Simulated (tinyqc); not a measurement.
# Charge control and current of a heterostructure field-effect transistor, step by step

A worked calculation. Computed by tinyqc, a small Python program that keeps every step. Command: `OMP_NUM_THREADS=1 python tinyqc.py 3025535 3025536 out.jsonl hemt walk`. One thread of a shared host (Intel(R) Xeon(R) Processor @ 2.30GHz), about 0.01 s of CPU time with the checks. Intermediate numbers are printed to about 6 digits and carried at full precision; extremes and crossings named in words are read from the listed rows.

Two subbands in a triangular well; E_F is counted from the conduction band edge of the channel at the interface.

Inputs (values chosen for the exercise, modelled on AlGaN/GaN):

| quantity | value | unit |
|---|---|---|
| channel mass m | 0.19 | m_0 |
| permittivity eps (barrier and channel) | 9.66 | - |
| barrier thickness d | 15 | nm |
| Schottky barrier phi_B | 1.2 | eV |
| conduction band offset dE_c | 0.46 | eV |
| polarisation charge sigma/e | 1.8e+13 | 1/cm^2 |
| gate voltage V_G | 0 | V |
| mobility mu | 2000 | cm^2/(V s) |
| saturation velocity v_s | 1.5 | 1e7 cm/s |
| gate length L | 380 | nm |
| source resistance R_S | 0 | ohm mm |
| temperature T | 77 | K |
| mixing | 0.3 | - |
| iteration cap | 200 | - |

Charge source: polarisation. Velocity law: smooth.

Constants: e = 1.602176634e-19 C; eps_0 = 8.8541878128e-12 F/m; k_B = 8.617333262e-05 eV/K; hbar = 1.054571817e-34 J s; m_0 = 9.1093837015e-31 kg; k_B = 1.380649e-23 J/K.

## Threshold and barrier capacitance

Threshold V_T = phi_B - dE_c - sigma d/(eps eps_0) (in volts); C_b = eps eps_0/d.

threshold voltage V_T = -4.31764 V

barrier capacitance C_b = 0.570210 microfarad/cm^2

The device is normally on.

## First iteration

Charge control: n_s = C_b (V_G - V_T - E_F/e)/e. Well: mean field F = e n_s/(2 eps eps_0), E_i = (hbar^2/2m)^(1/3) [(3 pi e F/2)(i + 3/4)]^(2/3), i = 0, 1; n_s = D k_B T sum_i ln(1 + exp((E_F - E_i)/k_B T)), D = m/(pi hbar^2), which is solved in closed form for E_F. Iteration from n_s = C_b (V_G - V_T)/(2e): E_F from n_s, n_out from the charge control, n_new = n_s + mixing (n_out - n_s), kept above n_s/10; stop when |n_out/n_s - 1| < 1e-9.

starting n_s = 7.68318e+12 1/cm^2

E_0 = 234.957 meV

E_1 = 413.339 meV

E_F = 331.760 meV

n_out = 1.41856e+13 1/cm^2

Caution: a density of n_out would put E_F above the conduction band minimum of the barrier, where parallel conduction sets in.

## Sheet density

The formulas are those given above.

Course of the iteration:

| iteration | n_s (1/cm^2) | E_F (meV) | \|n_out/n_s - 1\| |
|---|---|---|---|
| 1 | 7.68318e+12 | 331.760 | 8.46323e-01 |
| 2 | 9.63392e+12 | 394.591 | 4.49257e-01 |
| 3 | 1.09324e+13 | 434.978 | 2.63982e-01 |
| 4 | 1.17981e+13 | 461.379 | 1.63263e-01 |
| 5 | 1.23760e+13 | 478.790 | 1.03941e-01 |
| 6 | 1.27619e+13 | 490.329 | 6.73405e-02 |
| 7 | 1.30197e+13 | 498.001 | 4.41078e-02 |
| ... | ... | ... | ... |
| 45 | 1.35393e+13 | 513.374 | 9.58626e-09 |
| 46 | 1.35393e+13 | 513.374 | 6.40867e-09 |
| 47 | 1.35393e+13 | 513.374 | 4.28437e-09 |
| 48 | 1.35393e+13 | 513.374 | 2.86421e-09 |
| 49 | 1.35393e+13 | 513.374 | 1.91480e-09 |
| 50 | 1.35393e+13 | 513.374 | 1.28010e-09 |
| 51 | 1.35393e+13 | 513.374 | 8.55778e-10 |

sheet density n_s = 1.35393e+13 1/cm^2

Converged in 51 iterations.

## Levels and gate capacitance

C_g = e dn_s/dV_G = 1/(1/C_b + 1/C_q), 1/C_q = d(E_F/e)/d(e n_s) by a central difference of +/- 0.1 % in n_s; added distance dd = eps eps_0/C_q.

E_0 = 342.787 meV

E_1 = 603.035 meV

E_F = 513.374 meV

share in the second subband = 5.26548e-06 %

gate capacitance C_g = 0.516068 microfarad/cm^2

added distance dd = 1.57367 nm

C_g is 91 % of C_b: the finite density of states and the rise of E_0 act as 1.6 nm of extra barrier. Caution: E_F lies above the conduction band minimum of the barrier, so electrons would spill into the barrier.

## Saturation current

With V = e n_s/C_g and V_c = v_s L/mu: for v = mu F/(1 + mu F/v_s), V_Dsat = V_c (sqrt(1 + 2V/V_c) - 1) and I/W = C_g v_s (V - V_Dsat); g_m = dI/dV; extrinsic g_m/(1 + g_m R_S); f_T = g_m/(2 pi C_g L).

V = 4.20338 V

V_c = 0.285 V

V_Dsat = 1.28890 V

saturation current I/W = 2256.11 mA/mm

intrinsic g_m = 633.929 mS/mm

extrinsic g_m = 633.929 mS/mm

intrinsic f_T = 51.4481 GHz

V/V_c = 14.75: velocity saturation rules; I is 69 % of e n_s v_s = 3250 mA/mm.

## Gate length

The formulas are those given above.

Scaling; the last columns are v_s/(2 pi L) and mu V/(2 pi L^2):

| L (nm) | I/W (mA/mm) | g_m (mS/mm) | extrinsic g_m (mS/mm) | f_T (GHz) | velocity limit (GHz) | mobility limit (GHz) |
|---|---|---|---|---|---|---|
| 30 | 2934.15 | 734.108 | 734.108 | 7.54661e+02 | 795.775 | 1.48664e+05 |
| 60 | 2811.29 | 717.618 | 717.618 | 3.68854e+02 | 397.887 | 3.71661e+04 |
| 120 | 2646.58 | 694.433 | 694.433 | 1.78469e+02 | 198.944 | 9.29151e+03 |
| 250 | 2416.33 | 659.763 | 659.763 | 8.13881e+01 | 95.493 | 2.14076e+03 |
| 500 | 2139.37 | 614.138 | 614.138 | 3.78799e+01 | 47.746 | 5.35191e+02 |
| 1000 | 1805.81 | 552.559 | 552.559 | 1.70409e+01 | 23.873 | 1.33798e+02 |
| 2000 | 1430.93 | 472.886 | 472.886 | 7.29188e+00 | 11.937 | 3.34495e+01 |
| 5000 | 930.09 | 344.165 | 344.165 | 2.12280e+00 | 4.775 | 5.35191e+00 |

f_T scales as L^-1.03 at the short end and L^-1.35 at the long end; the two limits cross at L = mu V/v_s = 5600 nm. g_m tends to C_g v_s = 774 mS/mm. Fringe capacitances and short-channel effects, left out, lower f_T once L is below about ten barrier thicknesses.

Checks made by the program: iterated density against a bracketing root search (relative difference 8e-10).
